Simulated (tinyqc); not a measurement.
Capacitance measurement on a leaky thin oxide: effects of series resistance and leakage: one step of the calculation.

The device is a capacitance C in parallel with a leakage conductance G, in series with Rs and Ls. An impedance meter reports either a parallel pair (Cp, Gp) from Y = 1/Z = Gp + i w Cp or a series pair (Cs, Rm) from Z = Rm + 1/(i w Cs); w = 2 pi f, dissipation D = Gp/(w |Cp|).

Problem. True capacitance and conductance. EOT = 3.9 tox/eox; CET = EOT + zc + zp; C = 3.9 eps0 A/CET; G = Jg A/Vs.

Values chosen for this exercise; values of the order met in thin-oxide MOS capacitors: relative permittivity of the gate insulator (close to silicon dioxide) eox = 3.9; insulator thickness tox = 0.96 nm; gate area A = 10000 um^2; oxide-equivalent thickness added by the accumulation layer zc = 0.4 nm; oxide-equivalent thickness added by gate depletion zp = 0 nm; gate leakage current density, not matched to the thickness Jg = 0.00076 A/cm^2; voltage for an e-fold rise of the leakage Vs = 0.38 V.

Constants: eps0 = 8.8541878128e-14 F/cm where lengths are in cm. Results are converted to the units shown.

Give: EOT; CET; C; G.

Solution.

EOT = 0.9600 nm
CET = 1.360 nm
C = 253.9 pF
G = 0.2000 uS

tinyqc, about 0.01 s, one thread, Intel Xeon 2.30GHz (shared host): `OMP_NUM_THREADS=1 python tinyqc.py 2022093 2022094 out.jsonl`
